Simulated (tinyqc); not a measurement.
Three ways to interpolate a mass: alloy A(1-x)B(x) by interpolation with bowing.

Each gap follows E(x) = (1 - x) E_A + x E_B - C x (1 - x); the lattice constant follows Vegard, a(x) = (1 - x) a_A + x a_B.

Mass at Gamma from the Kane formula 1/m = F + Ep (Eg + 2 Dso/3)/(Eg (Eg + Dso)). F is fixed by the masses of A and B and interpolated linearly, as is Ep; Eg and Dso carry their bowing.

Parameters, chosen for this exercise (A near AlAs, B near InAs; the results hold for these values, not for the real material):
- Eg = (3.111, 0.421) eV (gap at Gamma to the s-like level of A, B)
- Dso = (0.277, 0.385) eV (spin-orbit splitting of A, B)
- Ep = (21.3, 21.6) eV (Kane energy of A, B)
- me = (0.1501, 0.0257) m0 (electron mass at Gamma of A, B)
- C = (0.796, 0, 0) eV (bowing of the Gamma, X and L gaps)
- Cs = 0.18 eV (bowing of Dso)

Linear in m, linear in 1/m, and the Kane formula.

Masses (m0):
```
x      Eg (eV)  linear in m  linear in 1/m    Kane  Kane m/Eg (1/eV)
0.000    3.111       0.1501         0.1501  0.1501            0.0482
0.125    2.688       0.1346         0.0935  0.1395            0.0519
0.250    2.289       0.1190         0.0679  0.1257            0.0549
0.375    1.916       0.1035         0.0533  0.1096            0.0572
0.500    1.567       0.0879         0.0439  0.0920            0.0587
0.625    1.243       0.0723         0.0373  0.0740            0.0595
0.750    0.944       0.0568         0.0324  0.0565            0.0599
1.000    0.421       0.0257         0.0257  0.0257            0.0610
```

Give the missing row, x = 0.875.

Computed row:
```
x      Eg (eV)  linear in m  linear in 1/m    Kane  Kane m/Eg (1/eV)
0.875    0.670       0.0413         0.0287  0.0403            0.0602
```

At x = 0.5 the three give 0.0879, 0.0439 and 0.0920; judged by the largest distance, the Kane value is closer to the interpolation in m (largest distances 0.0067 m0 from the rule in m, 0.0578 m0 from the rule in 1/m). The ratio m/Eg varies by a factor of 1.27 while the gap varies by 7.39; a constant ratio is the two-band rule m = Eg/Ep at fixed Ep.

tinyqc: `OMP_NUM_THREADS=1 python tinyqc.py 1050371 1050372 out.jsonl`; about 0.01 s, one thread, shared Intel(R) Xeon(R) Processor @ 2.30GHz.
